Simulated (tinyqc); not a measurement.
Changing the anneal time t: grain growth, pinning, strength and diffusional creep of a polycrystal or thin film. Computed by tinyqc, a small Python program. Command: `OMP_NUM_THREADS=1 python tinyqc.py 3017476 3017477 out.jsonl grain sweep`. One thread of a shared host (Intel(R) Xeon(R) Processor @ 2.30GHz), about 0.01 s of CPU time with the checks.

One mean grain size d describes the structure.

Inputs (values chosen for the exercise, modelled on copper):
```
quantity                                    value       unit
shear modulus G                              50.3        GPa
Burgers vector b                            2.556   angstrom
boundary energy gamma                        0.58      J/m^2
mobility prefactor M0                     0.00027  m^4/(J s)
activation energy of boundary motion Q_m     1.14         eV
anneal temperature T                          491          K
initial grain size d0                          81         nm
particle volume fraction f                  0.016          -
particle radius r                              17         nm
friction stress sigma_0                        23        MPa
Hall-Petch slope k_y                          0.1  MPa m^0.5
```

Sample: bulk.

Constants: k_B = 8.617333262e-05 eV/K.

Method:
- M = M0 exp(-Q_m/(k_B T)). The driving pressure is 2 gamma/d. Zener pinning pressure 3 f gamma/(2 r) stops growth at d_Z = 4 r/(3 f). The limit is d_lim = d_Z.
- dd/dt = 2 M gamma (1/d - 1/d_lim) integrates to 2 M gamma t = d_lim (d0 - d) + d_lim^2 ln[(d_lim - d0)/(d_lim - d)]; without pinning d^2 = d0^2 + 4 M gamma t.
- Hall-Petch term k_y/sqrt(d). Orowan term 3.06 x 0.4 G b ln(2 rbar/b)/(pi lambda sqrt(1 - nu)) with nu = 1/3, rbar = sqrt(2/3) r, lambda = rbar (sqrt(pi/f) - 2). The terms are added to sigma_0.

One run for each value:
```
anneal time t (s)  size without pinning (nm)  grain size d (nm)  Hall-Petch term (MPa)
0.037                                   81.3               81.3                 350.78
0.15                                    82.1               82.1                 349.04
0.64                                    85.8               85.5                 341.98
2.6                                     99.0               98.0                 319.51
11                                     142.4              138.5                 268.71
46                                     252.7              238.4                 204.81
190                                    493.3              438.0                 151.11
790                                    995.5              777.3                 113.42
3300                                  2029.4             1198.8                  91.33
```

Over the rows, size without pinning (nm) rises from 81.3 to 2030 (exponent d ln y / d ln x 0.0075 between the first rows and 0.50 between the last); grain size d (nm) rises from 81.3 to 1200 (exponent d ln y / d ln x 0.0071 between the first rows and 0.30 between the last); Hall-Petch term (MPa) falls from 351 to 91.3 (exponent d ln y / d ln x -0.0036 between the first rows and -0.15 between the last). At the high end the exponent of size without pinning is 0.50, close to 0.50: parabolic growth. At the low end the exponent of size without pinning is 0.01, close to 0: the initial size still rules. At the low end the exponent of grain size d is 0.01, close to 0: no growth yet, or stagnation.
